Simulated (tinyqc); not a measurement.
Thermodynamics of metal silicides: hull, first phase, silicon consumed, nucleation and stability against SiO2: one step, computed by the program tinyqc. Command: `OMP_NUM_THREADS=1 python tinyqc.py 3028782 3028783 out.jsonl silphase walk`. One thread of a shared host (Intel(R) Xeon(R) Processor @ 2.30GHz), about 0.01 s of CPU time with the checks.

Entropies of formation of the solids are neglected, so heats stand for free energies. Si fractions: M2Si 0.3333, MSi 0.5000, MSi2 0.6667.

Question. Which phases are stable. A phase is stable if it lies below every straight line between a phase on its left and one on its right (M and Si at zero). Distance = its heat less the lowest such line, negative for a stable phase.

Inputs (values chosen for the exercise, of the order of those of cobalt silicides for heats and volumes only): heat of formation of M2Si = -38.7 kJ/mol atoms; heat of formation of MSi = -46.2 kJ/mol atoms; heat of formation of MSi2 = -33.7 kJ/mol atoms.

Phases: M2Si, MSi, MSi2.

Give: distance to the lowest tie line.

Answer.

distance to the lowest tie line (kJ/mol atoms): M2Si -7.9, MSi -10.0, MSi2 -2.9

All three are stable.
